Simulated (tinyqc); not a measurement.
# MOS capacitor on an n-type substrate, surface potential from the exact charge relation: what changes with what

Uniform n-type substrate, Boltzmann statistics, full ionisation, classical densities. psi is the surface potential against the body (positive when the bands bend down) and u = -psi/Vt. Traps are spread evenly over the gap and neutral at flat band, so their charge is -q Dit psi; the minority quasi-Fermi level is shifted by Vb.

Values chosen for this exercise; band and dielectric values close to those of silicon: temperature T = 325 K; band gap Eg = 1.12 eV; relative permittivity eps_r = 11.6; conduction-band density of states at T Nc = 3.21e19 cm^-3; valence-band density of states at T Nv = 3.02e19 cm^-3; electron affinity chi = 4.11 eV; donor density of the substrate N = 6.4e17 cm^-3; relative permittivity of the gate insulator (close to silicon dioxide) eox = 3.9; insulator thickness tox = 11 nm; gate work function phiM = 5.22 eV; fixed charge at the interface, in units of q Nf = -4.2e10 cm^-2; density of interface traps Dit = 0 cm^-2 eV^-1; reverse bias of the inversion layer against the body Vb = 0 V.

Constants: q = 1.602176634e-19 C, kB = 1.380649e-23 J/K, Vt = kB T/q, eps0 = 8.8541878128e-14 F/cm where lengths are in cm. Results are converted to the units shown.

Each table varies one quantity; the others keep the values above.

## Capacitance-voltage curves

ni = sqrt(Nc Nv) exp(-Eg/(2 Vt)), Eg in volts; phiF = Vt ln(N/ni); Cox = eps0 eox/tox; Vfb = phiM - chi - Vt ln(Nc/N) - q Nf/Cox; Q0 = sqrt(2 eps0 eps_r q N Vt); r = (ni/N)^2 exp(-Vb/Vt); VT = Vfb - [(2 phiF + Vb)(1 + q Dit/Cox) + sqrt(2 eps0 eps_r q N (2 phiF + Vb))/Cox]. u = -psi/Vt; F^2 = exp(-u) + u - 1 + r (exp(u) - u - 1); Qs = +sign(u) Q0 F; Cs = -dQs/dpsi = (Q0/Vt) |1 - exp(-u) + r (exp(u) - 1)|/(2 F). psi solves Vg = Vfb + psi + (q Dit psi - Qs)/Cox. Low frequency: 1/C_LF = 1/Cox + 1/(Cs + q Dit). High frequency, in the simple estimate in which traps and minority carriers do not follow: 1/C_HF = 1/Cox + 1/Cd, Cd being Cs with r = 0 at the same psi. Deep depletion: r = 0 and Dit = 0 both in the equation for psi and in Cs. Minority sheet density N_inv = (Q0/(2 q)) int_0^u r (exp(t) - 1)/F(t) dt for u > 0. N_inv under 1 cm^-2 is printed as 0. Regimes: accumulation when majority carriers gather, then depletion up to |psi| = phiF + Vb, weak inversion up to 2 phiF + Vb, strong inversion beyond.

Result of one run:
```
Vg (V)  psi (V)  C_LF/Cox  C_HF/Cox  C_deep/Cox  N_inv (cm^-2)     regime
-0.08   -0.3165    0.5764    0.5764      0.5764          64.90  depletion
```

What becomes of these results when the gate voltage against the body Vg is changed from -0.08 to -1.41 V, all else the same?

Result of the changed run:
```
Vg (V)  psi (V)  C_LF/Cox  C_HF/Cox  C_deep/Cox  N_inv (cm^-2)            regime
-1.41   -0.9434    0.7926    0.4331      0.4265       1.783e11  strong inversion
```

The whole series:
```
Vg (V)   psi (V)  C_LF/Cox  C_HF/Cox  C_deep/Cox  N_inv (cm^-2)            regime
1.69     0.06264    0.9365    0.9365      0.9365              0      accumulation
1.25     0.02728    0.8976    0.8976      0.8976              0      accumulation
0.81    -0.03455    0.8104    0.8104      0.8104              0         depletion
0.36     -0.1503    0.6753    0.6753      0.6753              0         depletion
-0.08    -0.3165    0.5764    0.5764      0.5764          64.90         depletion
-0.52    -0.5182    0.5108    0.5108      0.5108        6.509e4    weak inversion
-0.97    -0.7497    0.4635    0.4625      0.4625        2.064e8    weak inversion
-1.41    -0.9434    0.7926    0.4331      0.4265       1.783e11  strong inversion
-1.85    -0.9921    0.9357    0.4268      0.3977       8.826e11  strong inversion
-2.3      -1.014    0.9621    0.4240      0.3736       1.699e12  strong inversion
-2.74     -1.028    0.9724    0.4223      0.3538       2.522e12  strong inversion
```

C_LF/Cox is lowest, 0.464, at Vg = -0.97 V (weak inversion) among the rows listed and is 0.972 in the last row, where C_HF/Cox is 0.422 and the deep-depletion value 0.354. Vfb = 1.02 V, where C_HF/Cox = 0.861 (Cox in series with eps0 eps_r/LD), and VT = -1.27 V. Over the last two rows psi moves by only 0.032 V a volt of gate bias, since the inversion charge screens the body. In strong accumulation and inversion degeneracy and confinement, left out here, lower the capacitance.

## Effect of the reverse bias of the inversion layer against the body on threshold and swing

ni = sqrt(Nc Nv) exp(-Eg/(2 Vt)), Eg in volts; phiF = Vt ln(N/ni); Cox = eps0 eox/tox; Vfb = phiM - chi - Vt ln(Nc/N) - q Nf/Cox; VT = Vfb - [(2 phiF + Vb)(1 + q Dit/Cox) + sqrt(2 eps0 eps_r q N (2 phiF + Vb))/Cox]. gamma = sqrt(2 eps0 eps_r q N)/Cox; Wm = sqrt(2 eps0 eps_r (2 phiF + Vb)/(q N)); m = 1 + (eps0 eps_r/Wm + q Dit)/Cox; swing m Vt ln 10; Cmin/Cox = 1/(1 + Cox Wm/(eps0 eps_r)).

In this table Dit = 0 cm^-2 eV^-1.

The same in every row: Vfb (V) = 1.022; 2 phiF (V) = 0.9024; gamma (V^0.5) = 1.462.

Result of one run:
```
Vb (V)  VT (V)  Wm (nm)      m  swing (mV/decade)  Cmin/Cox
1.2     -3.200    64.90  1.504              97.00    0.3352
```

What becomes of these results when the reverse bias of the inversion layer against the body Vb is changed from 1.2 to 0 V, all else the same?

Result of the changed run:
```
Vb (V)  VT (V)  Wm (nm)      m  swing (mV/decade)  Cmin/Cox
0       -1.269    42.52  1.770              114.1    0.4349
```

The whole series:
```
Vb (V)  VT (V)  Wm (nm)      m  swing (mV/decade)  Cmin/Cox
0       -1.269    42.52  1.770              114.1    0.4349
0.4     -1.949    51.08  1.641              105.8    0.3904
0.8     -2.588    58.40  1.560              100.6    0.3591
1.2     -3.200    64.90  1.504              97.00    0.3352
1.6     -3.793    70.80  1.462              94.29    0.3161
2       -4.371    76.25  1.429              92.16    0.3002
2.4     -4.937    81.34  1.402              90.43    0.2869
2.8     -5.494    86.12  1.380              88.99    0.2753
```

As Vb goes from 0 to 2.8, VT falls from -1.27 to -5.49 V, the swing falls from 114 to 89.0 mV/decade and Cmin/Cox falls from 0.435 to 0.275. Vfb does not move. The slope |dVT/dVb| between the first two rows is 1.70, close to m (VT is counted against the body; against the source it is m - 1).

Program tinyqc, `OMP_NUM_THREADS=1 python tinyqc.py 2060136 2060137 out.jsonl`; Intel Xeon 2.30GHz, shared host, one thread, about 0.01 s.
